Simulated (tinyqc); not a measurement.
Drifting, spreading and decaying minority pulse (Haynes-Shockley), backward Euler time steps: two steps of the calculation.

Low injection in a uniform field: dn/dt = D d2n/dx2 - v dn/dx - n/tau with D = mu Vt and v = mu F towards +x. Exact solution on an infinite bar for a Gaussian start at x0: n = N0 exp(-t/tau) exp(-(x - x0 - v t)^2/(2 s^2))/sqrt(2 pi s^2), s^2 = s0^2 + 2 D t.

Parameters, values chosen for the exercise; mobility close to that of silicon at room temperature:
```
symbol,value,unit,meaning
T,300,K,temperature
mu,469,cm^2/(V s),minority-carrier mobility
F,59,V/cm,sweep field along the drift
hx,12,um,mesh step
tau,2e-6,s,lifetime
dt,4.7e-8,s,time step
```

Constants: q = 1.602176634e-19 C, kB = 1.380649e-23 J/K, Vt = kB T/q. Results are converted to the units shown.

Problem 1. Coefficients of the scheme. Exponentially fitted fluxes: d = F hx/Vt, B(d) = d/(exp(d) - 1), k = D dt/hx^2; (L n)_i = a n_(i-1) + b n_i + c n_(i+1) with a = k B(-d), c = k B(d), b = -a - c - dt/tau. Explicit steps keep n positive for dt up to 1/[(D/hx^2)(B(d) + B(-d)) + 1/tau].

Give: D; v; d; a; b; c; positivity limit of dt.

Solution 1.

D = 12.12 cm^2/s
v = 2.767e4 cm/s
d = 2.739
a = 1.159
b = -1.257
c = 0.07492
positivity limit of dt = 3.739e-8 s

Problem 2. Densities after a time step. (L n)_i = a n_(i-1) + b n_i + c n_(i+1), n = 0 beyond the ends. Backward Euler step: solve n(new) - L n(new) = n.

a = 1.1586982
b = -1.2571156
c = 0.074917399
n at t = 0, node 1 to 12 (in units of 1e14 cm^-3): 0.0417841  0.2622376  0.7894148  1.1398351  0.7894148  0.2622376  0.0417841  0.0031934  0.0001171  0.0000021  0.0000000  0.0000000

Wanted: n at t = 1 dt.

Solution 2.

n at t = 1 dt, node 1 to 12 (in units of 1e13 cm^-3): 0.233  1.430  4.484  7.603  7.571  5.144  2.876  1.517  0.793  0.414  0.216  0.111

Numbers from tinyqc (`OMP_NUM_THREADS=1 python tinyqc.py 2310023 2310024 out.jsonl`; about 0.01 s on one thread of a shared Intel Xeon 2.30GHz).
